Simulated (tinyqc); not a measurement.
Carrier statistics of a doped semiconductor with parabolic bands: sweeps and comparisons. A value that a table varies takes the place of the one given here.

Eg(T) = Eg0 - al T^2/(T + be); m_de = Mv^(2/3) (ml mt^2)^(1/3); m_dh = (mhh^(3/2) + mlh^(3/2))^(2/3); Nc and Nv from N = 2 (m kB T/(4 pi c))^(3/2) with c = hbar^2/2m0, in 1/angstrom^3; times 1e24 for 1/cm^3.

Energies are counted from Ev, so Ec = Eg. n = Nc F_1/2((EF - Eg)/kT), p = Nv F_1/2(-EF/kT), ND+ = ND/(1 + 2 exp((EF - Eg + ED)/kT)), NA- = NA/(1 + 4 exp((EA - EF)/kT)); neutrality asks p + ND+ = n + NA-. F_j(eta) = (1/Gamma(j + 1)) integral_0^infinity x^j dx/(1 + exp(x - eta)), which tends to exp(eta) for eta << 0.

Constants: hbar^2/2m0 = 3.80998211 eV angstrom^2; kB = 8.617333262e-05 eV/K.

Inputs chosen for the exercise (near those of GaAs; the results hold for these values, not for the real material): Eg0 = 1.5 eV (gap at 0 K); al = 0.000551 eV/K (Varshni alpha); be = 210 K (Varshni beta); ml = 0.0636 m0 (longitudinal electron mass); mt = 0.0636 m0 (transverse electron mass); Mv = 1 (equivalent valleys); mhh = 0.486 m0 (heavy-hole mass); mlh = 0.0815 m0 (light-hole mass); ND = 6e+14 1/cm^3 (donors); NA = 3.5e+14 1/cm^3 (acceptors); ED = 0.00611 eV (donor level below Ec); EA = 0.0255 eV (acceptor level above Ev); T = 350 K.

## Temperature

Neutrality solved at each temperature; ni = sqrt(Nc Nv) exp(-Eg/2kT).

Carriers (1/cm^3):
```
T (K)  EF (eV)         n         p  majority / |ND - NA|        ni  Eg (eV)
30      1.4862  1.38e+14    <1e-99                 0.550    <1e-99   1.4979
50      1.4738  2.14e+14    <1e-99                 0.854  6.09e-59   1.4947
77      1.4528  2.37e+14  9.64e-78                 0.947  4.78e-32   1.4886
120     1.4136  2.45e+14  9.83e-42                 0.979  4.91e-14   1.4760
200     1.3293  2.48e+14  1.57e-15                 0.992     0.625   1.4462
300     1.2118  2.49e+14    0.0399                 0.996  3.15e+06   1.4028
450     1.0210  2.50e+14  6.14e+07                 0.998  1.24e+11   1.3309
600     0.8202  2.53e+14  3.32e+12                  1.01  2.90e+13   1.2551
800     0.6872  2.10e+15  1.85e+15                  8.41  1.97e+15   1.1509
1000    0.6571  2.72e+16  2.70e+16                   109  2.71e+16   1.0446
```

Ionisation is incomplete: the majority density is below 90 % of the net doping at 30 and 50 K, down to a share of 0.55. It is within 10 % of the net doping at 77, 120, 200, 300, 450 and 600 K. At 800 and 1000 K thermal pairs lift it more than 10 % above the net doping; ni has reached 2.71e+16 1/cm^3 at 1000 K against a net doping of 2.50e+14. EF goes from 1.486 eV to 0.657 eV, where midgap is 0.522 eV and the intrinsic level (Boltzmann) 0.657 eV.

## Doping level

Only donors are present (NA = 0); eta is the distance of EF beyond the conduction edge in units of kT.

Neutral state:
```
ND (1/cm^3)  EF (eV)  majority (1/cm^3)  ionised share    eta
1.0e+14       1.1221           1.00e+14          1.000  -8.53
1.0e+15       1.1915           9.95e+14          0.995  -6.23
1.0e+16       1.2599           9.56e+15          0.956  -3.97
1.0e+17       1.3225           7.30e+16          0.730  -1.89
1.0e+18       1.3736           3.32e+17          0.332  -0.20
3.0e+18       1.3955           5.80e+17          0.193   0.53
1.0e+19       1.4194           9.80e+17          0.098   1.32
3.0e+19       1.4417           1.48e+18          0.049   2.06
```

The impurity level lies at 1.3734 eV. The ionised share falls from 1.000 to 0.049 as EF passes through it between 1e+17 and 1e+18 1/cm^3 (share 1/3 there); it is below one half from 1e+18 1/cm^3 on. Over the last two rows the doping grows threefold and the majority density by a factor 1.51. EF comes within 3 kT of the majority band edge from 1e+17 1/cm^3 on. Above roughly 2e+16 1/cm^3 (N^(1/3) a = 0.26, with the radius a = sqrt(c/(m E)) from the ionisation energy E and the mass (ml mt^2)^(1/3)) the levels merge with the band and real ionisation is complete; sharp levels then overstate freeze-out.

## What each input does

Neutrality solved anew for each case. Each row changes one parameter from the base and keeps the others.

Results:
```
case                  EF (eV)  n (1/cm^3)  p (1/cm^3)
base                   1.1497    2.49e+14         319
T = 370 K              1.1244    2.49e+14    6.02e+03
ND = 3e+14 1/cm^3      0.3722    1.59e+03    5.00e+13
NA = 4.55e+14 1/cm^3   1.1333    1.45e+14         550
Eg0 = 1.55 eV          1.1997    2.49e+14        60.8
mt = 0.0763 m0         1.1442    2.49e+14         382
mhh = 0.5832 m0        1.1497    2.49e+14         413
ED = 0.0092 eV         1.1497    2.49e+14         319
```

The largest shifts from the base row, up to three for each result and ties (the steps differ in size, so this ranks the rows, not the parameters). EF (eV): ND -0.7775, Eg0 +0.0500, T -0.0253; unchanged at the printed digits by mhh and ED. n (1/cm^3): ND -2.49e+14, NA -1.05e+14; unchanged at the printed digits by T, Eg0, mt, mhh and ED. p (1/cm^3): ND +5.00e+13, T +5.70e+03, Eg0 -258; unchanged at the printed digits by ED.

Computed by tinyqc, a small Python program: `OMP_NUM_THREADS=1 python tinyqc.py 1651393 1651394 out.jsonl` (the numbers bound the seed that draws the inputs); one thread of a shared host (Intel(R) Xeon(R) Processor @ 2.30GHz), about 0.02 s for the whole set of steps.
